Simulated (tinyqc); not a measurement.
Strained alloy layer of GaSb and GaAs on (001) InP, model-solid band line-up: one step of the calculation.

The layer is x parts of the first compound and 1 - x of the second, grown coherently on the third as substrate and barrier. Rows of the table: lattice constant a, average valence level Ea on an absolute scale, spin-orbit splitting so, gaps at Gamma, X and L, hydrostatic deformation potentials av and ac (Gamma), shear potential b, elastic constants, electron and heavy-hole (along z) masses. All are interpolated linearly in x; gaps get -C x (1 - x), taken wholly in the conduction band; real line-ups can differ from this model by 0.1 eV or more.

Question. Electron to heavy-hole transition of the well. In-plane strain e = (a_substrate - a)/a, e_z = -2 (c12/c11) e, volume change 2 e + e_z. With v = 2 e + e_z and d = 2 b (e_z - e): Eav = Ea + av v; E_hh = Eav + so/3 - d/2; E_lh = Eav - so/6 + d/4 + sqrt(so^2 + so d + 9 d^2/4)/2; E_c = Ea + so/3 + EG + ac v (Gamma). Substrate: E_v = Ea + so/3, E_c = E_v + EG. Well depths: dEc = E_c(substrate) - E_c, dEhh = E_hh - E_v(substrate), dElh likewise; strained Gamma gap E_c - max(E_hh, E_lh); positive values confine carriers in the layer.

Lowest level of a finite well of width Lw and depth V: kw Lw/2 = arctan(sqrt((mw/mb)(V - E)/E)), kw = sqrt(mw E/C), C = hbar^2/(2 m0), for electrons (dEc) and heavy holes (dEhh), mb from the substrate; transition E_c - E_hh + both levels, without exciton binding; wavelength h c/E.

Values chosen for this exercise:
- x = 0.48 (fraction of the first compound in the layer)
- CG = 1.43 eV (bowing of the Gamma gap)
- CX = 1.2 eV (bowing of the X gap)
- CL = 1.2 eV (bowing of the L gap)
- Lw = 12.2 nm (layer thickness)

Constants: q = 1.602176634e-19 C, hbar = 1.054571817e-34 J s, h = 6.62607015e-34 J s, m0 = 9.1093837015e-31 kg, c = 299792458 m/s, hbar^2/(2 m0) = 0.0380998212 eV nm^2. Results are converted to the units shown.

Binary compounds, values chosen for the exercise:
```
              close to GaSb  close to GaAs  close to InP
a (angstrom)          6.096          5.653         5.869
Ea (eV)               -6.25          -6.92         -7.04
so (eV)               0.756          0.342         0.109
EG (eV)               0.722           1.41          1.35
EX (eV)                1.03           1.93          2.17
EL (eV)               0.806           1.69          1.91
av (eV)                 0.8           1.15          1.26
ac (eV)                -6.8           -7.2         -4.99
b (eV)                -1.99           -1.7         -1.71
c11 (GPa)              88.6            118           100
c12 (GPa)              40.5           53.9          56.1
me (m0)              0.0386         0.0677        0.0796
mh (m0)               0.253           0.35         0.535
```

Give: electron mass in the layer; heavy-hole mass in the layer; electron level; heavy-hole level; transition energy; wavelength.

Answer.

electron mass in the layer = 0.05373 m0
heavy-hole mass in the layer = 0.3034 m0
electron level = 14.65 meV
heavy-hole level = 6.871 meV
transition energy = 0.7414 eV
wavelength = 1672 nm

The light-hole band lies above the heavy-hole one here, so this need not be the lowest transition.

Computed by the program tinyqc: `OMP_NUM_THREADS=1 python tinyqc.py 2690124 2690125 out.jsonl`, one thread of a shared Intel Xeon 2.30GHz, about 0.01 s for the whole run.
